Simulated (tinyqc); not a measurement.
## Mobility and doping from two currents

Question. A trap-free film with injecting contacts is fitted, with diffusion neglected, by J = q mu N V/Lf + (9/8) eps0 eps_r mu V^2/Lf^3. Find mu, N and the voltage at which both terms are equal.

Values chosen for this exercise: relative permittivity eps_r = 13.9; film thickness Lf = 1400 nm.

Constants: q = 1.602176634e-19 C, eps0 = 8.8541878128e-14 F/cm where lengths are in cm. Results are converted to the units shown.

J at 2.7 and 16 V (A/cm^2): [0.49950411, 6.8255279]

Solution. J/V is a straight line in V: the slope gives mu and the intercept mu N.

mu = 0.03600 cm^2/(V s)
N = 3.300e15 cm^-3
crossover voltage = 7.485 V

Program tinyqc, `OMP_NUM_THREADS=1 python tinyqc.py 2730140 2730141 out.jsonl`; Intel Xeon 2.30GHz, shared host, one thread, about 5 s.
